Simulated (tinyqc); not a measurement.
X-ray photoelectron analysis of a thin oxide on a semiconductor: attenuation lengths, thickness, angle series and band offsets: one step, computed by the program tinyqc. Command: `OMP_NUM_THREADS=1 python tinyqc.py 3113163 3113164 out.jsonl xps walk`. One thread of a shared host (Intel(R) Xeon(R) Processor @ 2.30GHz), about 0.01 s of CPU time with the checks.

The same element is seen in the oxide and in the substrate, at nearly the same kinetic energy; films are flat and uniform, and the work function is ignored.

Problem. Inelastic mean free paths. TPP-2M: lambda = E/(E_p^2 [b ln(c E) - C/E + D/E^2]) in angstrom, E_p = 28.8 sqrt(N_v rho/M), b = -0.10 + 0.944/sqrt(E_p^2 + E_g^2) + 0.069 rho^0.1, c = 0.191/sqrt(rho), U = N_v rho/M, C = 1.97 - 0.91 U, D = 53.4 - 20.8 U, with E = photon energy less binding energy in eV. Attenuation length L = factor x lambda.

Inputs (values chosen for the exercise, modelled on SiO2 on silicon):

| quantity | value | unit |
|---|---|---|
| photon energy | 1486.6 | eV |
| binding energy of the core level | 99.4 | eV |
| oxide density | 2.16 | g/cm^3 |
| oxide formula mass | 60.08 | g/mol |
| valence electrons per oxide formula | 16 | - |
| oxide gap | 8.97 | eV |
| substrate density | 2.33 | g/cm^3 |
| substrate formula mass | 28.09 | g/mol |
| valence electrons per substrate formula | 4 | - |
| substrate gap | 1.12 | eV |
| attenuation length over inelastic mean free path | 0.93 | - |

Give: kinetic energy E; the table «Terms» with the columns E_p (eV), b, c, lambda (nm), for layer = oxide, substrate; L in the oxide; L in the substrate.

Solution.

kinetic energy E = 1387.2 eV

Terms:

| layer | E_p (eV) | b | c | lambda (nm) |
|---|---|---|---|---|
| oxide | 21.843 | 0.014501 | 0.12996 | 3.9128 |
| substrate | 16.589 | 0.031866 | 0.12513 | 3.0898 |

L in the oxide = 3.6389 nm

L in the substrate = 2.8735 nm
